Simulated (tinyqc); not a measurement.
Landau levels of bilayer graphene: sweeps and comparisons. A value that a table varies takes the place of the one given here.

Four-band model without bias: with w = sqrt(2) hv/l, E_N^2 = [g1^2 + (2N - 1) w^2 - sqrt(g1^4 + 2 (2N - 1) g1^2 w^2 + w^4)]/2 for N >= 2, and E = 0 for N = 0, 1. The two-band limit is hbar wc sqrt(N (N - 1)) with hbar wc = w^2/g1. Each level is fourfold; of the eight zero-energy states half belong to the electrons.

In a field B along z: l = 1/sqrt((e/hbar) B) is the magnetic length, n_B = B/(h/e) the number of states per area in one level, hbar wc = 2 muB B/m for mass m in m0; 1/angstrom^2 = 1e16/cm^2.

The zero level takes 4 n_B electrons and each higher level 4 n_B. At zero temperature and without broadening EF sits in the partly filled level.

Constants: e/hbar = 1.519267448e-05 1/(T angstrom^2); h/e = 413566.7697 T angstrom^2; muB = 5.788381798e-05 eV/T.

Inputs chosen for the exercise (near those of bilayer graphene; shifted at random, so the results belong to these values and not to a real crystal): hv = 6.28 eV angstrom (hbar v); g1 = 0.398 eV (interlayer hopping); Bs = (0.5, 1, 2, 4, 8, 12, 16) T (fields); n = 5 x 1e11/cm^2 (electron sheet density); Bo = (0.873, 0.978, 1.11, 1.29, 1.54, 1.9, 2.48, 3.59, 6.46) T (fields); B = 1.7 T (magnetic field).

## The fan of levels

The four lowest levels against B, with their labels in order.

Levels (meV):

| B (T) | first | second | third | fourth | order |
|---|---|---|---|---|---|
| 0.500 | 0.00 | 2.12 | 3.65 | 5.15 | 0,1 2 3 4 |
| 1.00 | 0.00 | 4.21 | 7.24 | 10.17 | 0,1 2 3 4 |
| 2.00 | 0.00 | 8.33 | 14.23 | 19.86 | 0,1 2 3 4 |
| 4.00 | 0.00 | 16.32 | 27.55 | 38.04 | 0,1 2 3 4 |
| 8.00 | 0.00 | 31.42 | 52.04 | 70.72 | 0,1 2 3 4 |
| 12.0 | 0.00 | 45.53 | 74.29 | 99.81 | 0,1 2 3 4 |
| 16.0 | 0.00 | 58.83 | 94.83 | 126.27 | 0,1 2 3 4 |

The fourth level grows as B^0.98 over the first two rows and B^0.82 over the last two (1 for a parabolic band without a fixed offset such as a valley splitting, 1/2 for massless Dirac electrons). The order of the levels does not change. At the highest field level 2 lies at 58.8 meV, against 68.1 meV in the two-band limit.

## Oscillation of the Fermi level

Fixed density, zero temperature, no broadening. At B = 0, EF = sqrt(g1^2/4 + hv^2 pi n) - g1/2.

Filling:

| B (T) | nu | partly filled level | EF (meV) | filled share |
|---|---|---|---|---|
| 0.873 | 23.69 | 6 | 13.91 | 0.92 |
| 0.978 | 21.14 | 6 | 15.52 | 0.29 |
| 1.11 | 18.63 | 5 | 14.42 | 0.66 |
| 1.29 | 16.03 | 5 | 16.67 | 0.01 |
| 1.54 | 13.43 | 4 | 15.46 | 0.36 |
| 1.90 | 10.88 | 3 | 13.54 | 0.72 |
| 2.48 | 8.34 | 3 | 17.50 | 0.08 |
| 3.59 | 5.76 | 2 | 14.71 | 0.44 |
| 6.46 | 3.20 | 0,1 | 0.00 | 0.80 |

EF at B = 0 = 15.00 meV

EF runs between 0.0 and 17.5 meV around its zero-field value of 15.0 meV. It follows a level while that level empties and falls to the next one down when nu passes a filled shell; the partly filled level changes 5 times in this table.

## What each parameter does

The second and third levels from below, nu = n/n_B, and EF. Each row changes one parameter from the base and keeps the others.

Results:

| case | second level (meV) | third level (meV) | nu | EF (meV) |
|---|---|---|---|---|
| base | 7.10 | 12.16 | 12.16 | 17.00 |
| B = 2.04 T | 8.49 | 14.51 | 10.14 | 14.51 |
| hv = 5.34 eV angstrom | 5.16 | 8.86 | 12.16 | 12.43 |
| g1 = 0.478 eV | 5.95 | 10.22 | 12.16 | 14.33 |
| n = 4.25 x 1e11/cm^2 | 7.10 | 12.16 | 10.34 | 12.16 |

The largest shifts from the base row, up to three for each result and ties (the steps differ in size, so this ranks the rows, not the parameters). second level (meV): hv -1.94, B +1.39, g1 -1.16; unchanged at the printed digits by n. third level (meV): hv -3.29, B +2.35, g1 -1.94; unchanged at the printed digits by n. nu: B -2.03, n -1.82; unchanged at the printed digits by hv and g1. EF (meV): n -4.84, hv -4.57, g1 -2.67.

Computed by tinyqc, a small Python program: `OMP_NUM_THREADS=1 python tinyqc.py 1280237 1280238 out.jsonl` (the numbers bound the seed that draws the inputs); one thread of a shared host (Intel(R) Xeon(R) Processor @ 2.30GHz), about 0.02 s for the whole set of steps.
